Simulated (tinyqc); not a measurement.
# From one set of inputs to another, one input at a time

Model: Stillinger-Weber potential for a tetrahedral semiconductor. Computed by tinyqc, a small Python program. Command: `OMP_NUM_THREADS=1 python tinyqc.py 3014401 3014402 out.jsonl swsi ladder`. One thread of a shared host (Intel(R) Xeon(R) Processor @ 2.30GHz), about 0.1 s of CPU time with the checks.

With x = r/sigma: pair term eps A (B x^-4 - 1) exp(1/(x - a)); for each pair of neighbours j, k of atom i, three-body term eps lambda exp(gamma/(x_ij - a) + gamma/(x_ik - a)) (cos theta_jik + 1/3)^2; both vanish beyond x = a. A = 7.049556277, B = 0.6022245584, a = 1.8.

The inputs printed are set A. Set A is modelled on silicon; the values taken over come from a set modelled on germanium. Inputs not listed in the table keep their values of set A, so the rows need not describe a real material.

Inputs (values chosen for the exercise, modelled on silicon): energy scale eps = 2.14 eV; length scale sigma = 2.114 angstrom; three-body strength lambda = 18.7; gamma = 1.1.

Constants: 1 eV/angstrom^3 = 160.2176634 GPa.

Method. All angles are tetrahedral, so only the pair term acts; its minimum lies at x = 2^(1/6) with depth eps, and second neighbours lie beyond the cut-off. a0 = 4 d/sqrt3; E = -2 eps per atom. Second derivatives of the energy per atom, volume a0^3/8: e_xx gives C11, e_xx = -e_yy gives 2 (C11 - C12), e_xy = e_yx = h/2 gives the unrelaxed C44(0). Under that shear the second sublattice shifts by u_z; minimising over u_z gives C44 = C44(0) - E_hu^2/(E_uu V) and Kleinman's zeta = |E_hu/E_uu|/(a0/4). The optical force constant is k = 4 E_uu, with M omega^2 = k at the zone centre.

Each row keeps all changes above it:
```
input moved                     from     to  C11 (GPa)  C44 (GPa)  internal strain zeta
set A                              -      -     154.90     61.871               0.57668
energy scale eps (eV)           2.14  2.025     146.58     58.546               0.57668
gamma                            1.1    1.2     132.68     46.969               0.66039
three-body strength lambda      18.7   32.7     162.98     70.229               0.49221
length scale sigma (angstrom)  2.114   2.18     148.62     64.042               0.49221
```

Where does the difference come from?

C11 goes from 155 to 149, a factor 0.959 in all. The largest single move comes from three-body strength lambda (a factor 1.23), but it runs against the net change; the largest move in the direction of the net change is gamma (a factor 0.905). C44 goes from 61.9 to 64.0, a factor 1.04 in all. The largest single move comes from three-body strength lambda (a factor 1.50), and gamma works against it (a factor 0.802). Internal strain zeta goes from 0.577 to 0.492, a factor 0.854 in all. The largest single move comes from three-body strength lambda (a factor 0.745), and gamma works against it (a factor 1.15). The single moves hold for this order of the switches; the total does not depend on the order.

Caution (all rows): the original fit to silicon is too soft in shear (C44) and too stiff for the optical mode.

Extremes, crossings and ranges named in words are read from the listed rows.
